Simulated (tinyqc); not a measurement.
What moves the Fermi level: Fermi-Dirac statistics of conduction electrons.

Non-parabolic band E (1 + alpha E) = c k^2/m: n = Nc (2/sqrt(pi)) integral_0^infinity sqrt(x (1 + a x)) (1 + 2 a x) dx/(1 + exp(x - eta)) with a = alpha kT and eta = (EF - Ec)/kT; a = 0 gives n = Nc F_1/2(eta).

Constants: hbar^2/2m0 = 3.80998211 eV angstrom^2; kB = 8.617333262e-05 eV/K.

Values chosen for the exercise (near those of GaN, lowest valleys alone; shifted at random, so the results belong to these values and not to a real crystal): m = 0.203 m0 (density-of-states mass of the conduction band); T = 300 K; n = 3.9e+17 1/cm^3 (electron density); alpha = 0.18 1/eV (non-parabolicity).

N = 2 (m kB T/(4 pi c))^(3/2) with c = hbar^2/2m0, in 1/angstrom^3; times 1e24 for 1/cm^3. Each row changes one parameter from the base and keeps the others.

Results:
```
case                parabolic EF - Ec (meV)  non-parabolic EF - Ec (meV)
base                                 -44.27                       -44.76
m = 0.2233 m0                        -48.17                       -48.66
T = 350 K                            -59.00                       -59.65
n = 7.8e+17 1/cm^3                   -24.81                       -25.34
alpha = 0.27 1/eV                    -44.27                       -45.00
```

The largest shifts from the base row, up to three for each result and ties (the steps differ in size, so this ranks the rows, not the parameters). parabolic EF - Ec (meV): n +19.46, T -14.72, m -3.90; unchanged at the printed digits by alpha. non-parabolic EF - Ec (meV): n +19.42, T -14.89, m -3.90.

Program tinyqc; command `OMP_NUM_THREADS=1 python tinyqc.py 1652074 1652075 out.jsonl`; about 0.01 s on one thread of a shared Intel(R) Xeon(R) Processor @ 2.30GHz.
